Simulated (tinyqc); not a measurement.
Worked calculation: LDA (VWN5) atom on a uniform radial grid, spin-unpolarised, for Li+. Computed by tinyqc, a small Python program that keeps every step. Settings: Z = 3, points = 64, R = 9.0, functional = lda,vwn, mixing = 1.0, iteration cap = 89. Command: `OMP_NUM_THREADS=1 python tinyqc.py 30777 30778 out.jsonl` (the two numbers bound the seeds that draw the settings). One thread of a shared host (Intel(R) Xeon(R) Processor @ 2.60GHz), about 0.02 s of CPU time with the checks. Later iterations appear only in the table of the cycle.

## Iteration 1

Spherical atom on a uniform radial grid r_j = j h with h = R/(N + 1), h sum u^2 = 1 and integrals as h times sums, u(0) = u(R) = 0 (atomic units):
```
parameter           value
Z                       3
points N               64
R                9.000000
h                0.138462
mixing           1.000000
electrons in 1s         2
```

Three-point differences turn -u''/2 + [l(l+1)/2r^2 - Z/r + V] u = e u into a tridiagonal matrix (diagonal 1/h^2 + potential, off-diagonal -1/2h^2). D = sum f u^2; the Hartree potential y/r solves y'' = -D/r with y(0) = 0, y(R) = N_e; v_xc comes from rho = D/(4 pi r^2); E = sum f e - int D V + int D (V_H/2 + eps_xc); V(new) = V + mixing (V_H + v_xc - V).

eigenvalues (hartree): 1s -4.321021

Every 4th grid point:
```
r             V in     u(1s)         D       V_H       v_xc
0.553846  0.000000  1.097766  2.410182  3.250613  -0.917952
1.107692  0.000000  0.435744  0.379745  1.794157  -0.336713
1.661538  0.000000  0.129722  0.033656  1.203292  -0.127036
2.215385  0.000000  0.034328  0.002357  0.902762  -0.048335
2.769231  0.000000  0.008516  0.000145  0.722222  -0.018092
3.323077  0.000000  0.002028  0.000008  0.601852  -0.006586
3.876923  0.000000  0.000470  4.41e-07  0.515873  -0.002339
4.430769  0.000000  0.000107  2.27e-08  0.451389  -0.000817
4.984615  0.000000  0.000024  1.13e-09  0.401235  -0.000282
5.538462  0.000000  0.000005  5.50e-11  0.361111  -0.000097
6.092308  0.000000  1.15e-06         0  0.328283  -0.000033
6.646154  0.000000  2.48e-07         0  0.300926   0.000000
7.200000  0.000000  5.33e-08         0  0.277778   0.000000
7.753846  0.000000  1.14e-08         0  0.257937   0.000000
8.307692  0.000000  2.37e-09         0  0.240741   0.000000
8.861538  0.000000  2.77e-10         0  0.225694   0.000000
```

total energy = -6.66113611 hartree

## Iteration 2

As before.

eigenvalues (hartree): 1s -1.854446

Every 4th grid point:
```
r             V in     u(1s)         D       V_H       v_xc
0.553846  2.332661  1.063026  2.260048  3.011917  -0.899543
1.107692  1.457444  0.583007  0.679794  1.766436  -0.402388
1.661538  1.076255  0.255744  0.130810  1.200496  -0.190777
2.215385  0.854427  0.103247  0.021320  0.902488  -0.093368
2.769231  0.704130  0.040018  0.003203  0.722195  -0.046352
3.323077  0.595265  0.015154  0.000459  0.601849  -0.023042
3.876923  0.513534  0.005653  0.000064  0.515873  -0.011390
4.430769  0.450572  0.002087  0.000009  0.451389  -0.005588
4.984615  0.400953  0.000764  1.17e-06  0.401235  -0.002724
5.538462  0.361014  0.000278  1.55e-07  0.361111  -0.001321
6.092308  0.328250  0.000101  2.03e-08  0.328283  -0.000639
6.646154  0.300926  0.000036  2.64e-09  0.300926  -0.000309
7.200000  0.277778  0.000013  3.41e-10  0.277778  -0.000149
7.753846  0.257937  4.64e-06  4.31e-11  0.257937  -0.000071
8.307692  0.240741  1.55e-06         0  0.240741  -0.000033
8.861538  0.225694  2.41e-07         0  0.225694   0.000000
```

total energy = -6.80779042 hartree

## Convergence

Stop when input and output potentials agree to 1e-7.

Course of the cycle (hartree):
```
iteration            E      e(1s)  largest |V(out) - V(in)|
1          -6.66113611  -4.321021                  3.55e+00
2          -6.80779042  -1.854446                  6.33e-01
3          -6.81692020  -2.126829                  1.62e-01
4          -6.81752790  -2.054373                  4.17e-02
5          -6.81756833  -2.072815                  1.08e-02
6          -6.81757102  -2.068040                  2.78e-03
7          -6.81757120  -2.069271                  7.16e-04
8          -6.81757121  -2.068953                  1.85e-04
9          -6.81757121  -2.069035                  4.77e-05
10         -6.81757121  -2.069014                  1.23e-05
11         -6.81757121  -2.069019                  3.17e-06
12         -6.81757121  -2.069018                  8.19e-07
13         -6.81757121  -2.069018                  2.11e-07
14         -6.81757121  -2.069018                  5.45e-08
```

Converged in 14 iterations. A uniform grid resolves the cusp poorly: for a bare nucleus this grid gives 1s at -4.32102 against -Z^2/2 = -4.5 hartree. Before convergence this energy mixes input and output and is not variational, so it may rise towards its limit.
